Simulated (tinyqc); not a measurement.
Thin-film transistor with exponential tail and deep states, accumulation layer: transfer curve.

An undoped film in accumulation, thicker than the space-charge layer. With band bending psi the Fermi level lies E0 - psi below the band edge. Free electrons n = n0 exp(psi/Vt) carry the current; electrons in two exponential distributions of traps, a = a0 exp(psi/Va) and d = d0 exp(psi/Vp), do not. Linear regime, ohmic contacts, traps in equilibrium.

Va = kB Tt/q, Vp = kB Td/q; n0 = Nc exp(-E0/Vt), a0 = Nt th(T/Tt) exp(-E0/Va), d0 = Nd th(T/Td) exp(-E0/Vp), th(x) = pi x/sin(pi x). G(psi) = sum over the three kinds of c0 [V (exp(psi/V) - 1) - psi], field F = sqrt(2 q G/(eps0 eps_r)); Vg = psi + eps0 eps_r F/Ci at the surface. Total charge Q = Ci (Vg - psi_s); free charge Qf = q times the integral of n0 (exp(psi/Vt) - 1)/F over psi from 0 to psi_s; I = (W/L) mb Qf Vd; effective mobility mb Qf/Q. The last column is d ln I/d ln Vg.

Values chosen for this exercise; values close to those of an organic semiconductor: temperature T = 300 K; relative permittivity of the semiconductor eps_r = 3.2; density of extended states Nc = 7.4e19 cm^-3; band mobility mb = 2.5 cm^2/(V s); total density of tail states Nt = 8.4e19 cm^-3; characteristic temperature of the tail Tt = 520 K; total density of deep states Nd = 3.8e17 cm^-3; characteristic temperature of the deep states Td = 1400 K; bulk Fermi level below the band edge E0 = 0.43 eV; gate capacitance Ci = 100 nF/cm^2; ratio W/L WL = 2; drain voltage Vd = 0.2 V.

Constants: q = 1.602176634e-19 C, kB = 1.380649e-23 J/K, Vt = kB T/q, eps0 = 8.8541878128e-14 F/cm where lengths are in cm. Results are converted to the units shown.

Transfer curve:
```
Vg (V),E0 - psi_s (eV),Q (nC/cm^2),free share (%),effective mobility (cm^2/(V s)),I (nA),exponent
0.18,0.3602,11.02,0.08346,0.002087,0.009194,1.638
0.29,0.3272,18.72,0.1169,0.002923,0.02188,2.015
0.47,0.2853,32.53,0.1972,0.004930,0.06414,2.430
0.76,0.2381,56.81,0.3905,0.009764,0.2219,2.699
1.2,0.1916,96.16,0.8086,0.02022,0.7775,2.765
2,0.1403,171.0,1.842,0.04605,3.150,2.696
3.3,0.09215,296.2,3.972,0.09929,11.76,2.558
5.4,0.04734,501.7,7.920,0.1980,39.74,2.379
```

The current rises from 0.00919 to 39.7 nA and the free share rises from 0.0835 to 7.92 %; the exponent goes from 1.64 through a maximum of 2.76 (at Vg = 1.2 V among the rows listed) to 2.38. If one kind of trap held all the charge, I would go as Q^(2 Tx/T - 1): 8.33 for the deep states, 2.47 for the tail and 1 for free electrons alone. At Vg = 5.4 V the surface Fermi level is within 2 Vt of the band edge, where the exponential forms fail. For Vg = 3.3 to 5.4 V the th form, which assumes a Fermi level far below the edge, overcounts the filled tail at the surface by more than 15 %.

Numbers from tinyqc (`OMP_NUM_THREADS=1 python tinyqc.py 2610101 2610102 out.jsonl`; about 0.03 s on one thread of a shared Intel Xeon 2.30GHz).
